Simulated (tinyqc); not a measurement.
What each parameter does: type-II superlattice in the two-band Kane model.

Motion along the axis, period d = a + b, c = hbar^2/2m0. Conduction and light-hole bands couple: (E - Ec)(E - Ev) = Ep c k^2 in each layer, with mass m(E) = (E - Ev)/Ep, which may be negative. The conduction envelope psi and psi'/m(E) are continuous; a layer carries them by [[cos kt, (m/k) sin kt], [-(k/m) sin kt, cos kt]] (cosh and sinh for k^2 < 0), and cos(q d) = tr(M_B M_A)/2. C1 is the first miniband above EvB, with its bottom at tr/2 = +1 and its top at -1; the gap is the bottom of C1 less the top heavy-hole level HH1.

Heavy holes are uncoupled: with e = EvB - E, p = sqrt(mhB e/c), w = sqrt(mhA (EvB - EvA - e)/c), the top level HH1 at q = 0 solves (p/mhB) tan(p b/2) = (w/mhA) tanh(w a/2).

Constants: hbar^2/2m0 = 3.80998211 eV angstrom^2.

Parameters, chosen for this exercise (near those of an InAs/GaSb superlattice; shifted at random, so the results belong to these values and not to a real crystal): a = 24 angstrom (layer A); b = 52 angstrom (layer B); EcA = 0 eV (conduction edge of A); EvA = -0.413 eV (valence edge of A); EcB = 0.955 eV (conduction edge of B); EvB = 0.149 eV (valence edge of B); EpA = 14.4 eV (coupling energy in A); EpB = 18.3 eV (coupling energy in B); mhA = 0.35 m0 (heavy hole in A); mhB = 0.26 m0 (heavy hole in B).

Bottom and width of C1, HH1 and the gap.

Results for these values:

| case | C1 (eV) | width (meV) | HH1 (eV) | gap (meV) |
|---|---|---|---|---|
| base | 0.4594 | 48.1 | 0.1137 | 345.7 |

What happens to each result for EcB = 1.005 eV, all else kept?

Answer: C1 rises from 0.4594 to 0.4696; width falls from 48.1 to 42.3; HH1 does not change at the printed digits; gap rises from 345.7 to 355.9.

The same for each parameter in turn:

| case | C1 (eV) | width (meV) | HH1 (eV) | gap (meV) |
|---|---|---|---|---|
| base | 0.4594 | 48.1 | 0.1137 | 345.7 |
| a = 21 angstrom | 0.5054 | 53.3 | 0.1138 | 391.6 |
| b = 55 angstrom | 0.4628 | 41.7 | 0.1168 | 346.0 |
| EvB = 0.129 eV | 0.4567 | 45.6 | 0.0940 | 362.7 |
| EcB = 1.005 eV | 0.4696 | 42.3 | 0.1137 | 355.9 |
| EvA = -0.443 eV | 0.4560 | 47.6 | 0.1133 | 342.7 |
| EpA = 15.6 eV | 0.4670 | 50.0 | 0.1137 | 353.3 |
| mhB = 0.3 m0 | 0.4594 | 48.1 | 0.1168 | 342.6 |

(tinyqc, `OMP_NUM_THREADS=1 python tinyqc.py 1252043 1252044 out.jsonl`, Intel(R) Xeon(R) Processor @ 2.30GHz, 1 thread, shared host, about 0.06 s.)
